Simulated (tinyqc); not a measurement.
Switching kinetics of a ferroelectric film and the memory window of a ferroelectric gate stack: one step, computed by the program tinyqc.

Fields in MV/cm; 1 microcoulomb/cm^2 over eps_0 is 11.29409 MV/cm. In the stack (metal, ferroelectric, interlayer, channel) the channel is taken as a conductor.

Task: Memory window. Saturated branches: P(E) = P_s tanh[(E -/+ E_c)/(2 delta)], delta = E_c/ln[(1 + P_r/P_s)/(1 - P_r/P_s)]; D = P + eps_0 eps_F E. At threshold the channel charge is negligible, so D = 0 on each branch: (1 - s) P(E) + eps_0 eps_F E = 0, with the screened share s. The rising branch has the root E0 between 0 and E_c; window = 2 E0 t_F; its upper bound is 2 E_c t_F.

Inputs (values chosen for the exercise, for a model hafnia-based film):
```
quantity                                 value               unit
saturation polarisation P_s                 20  microcoulomb/cm^2
ratio P_r/P_s                             0.77                  -
coercive field E_c                         1.6              MV/cm
permittivity of the ferroelectric eps_F     28                  -
thickness t_F                               12                 nm
share s of P screened by trapped charge   0.78                  -
```

delta = 0.7840618 MV/cm

Give: field E0; memory window; bound 2 E_c t_F; fixed-charge estimate 2 (1 - s) P_r t_F/(eps_0 eps_F).

Result:

field E0 = 0.81817 MV/cm

memory window = 1.9636 V

bound 2 E_c t_F = 3.84 V

fixed-charge estimate 2 (1 - s) P_r t_F/(eps_0 eps_F) = 3.2798 V

Charge and coercive field both limit the window.
